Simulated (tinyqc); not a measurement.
Length of a polyene: Hueckel, PPP and singles CI along the polyenes. Computed by the program tinyqc. Hueckel uses the same beta without repulsion; CIS keeps all single excitations and so misses the low, doubly excited 2Ag state. W is the valence ionisation energy of a centre, MN the Mataga-Nishimoto formula, f the oscillator strength.

All-trans chains of carbon centres 1.40 angstrom apart:
```
parameter                               value
beta (eV), times 1 +/- alternation  -2.480000
alternation                          0.040000
W (eV)                              11.160000
gamma_rr (eV)                       10.280000
repulsion formula                          MN
```

Gaps and excitations (eV):
```
centres  Hueckel gap  PPP orbital gap  bright singlet (CIS)      f  lowest triplet (CIS)
2              5.158           10.300                 7.728  0.663                 2.589
4              3.301            7.868                 5.454  1.102                 1.618
6              2.455            6.645                 4.371  1.561                 1.177
8              1.976            5.908                 3.728  1.999                 0.936
10             1.669            5.416                 3.301  2.412                 0.787
```

What does the comparison show, and why?

The Hueckel gap tends to 4 x alternation x |beta| = 0.40 eV for long chains. Exchange opens the PPP orbital gap, and the attraction of electron and hole brings the bright state 2.12 eV below it at 10 centres; the triplet lies 2.51 eV lower still.
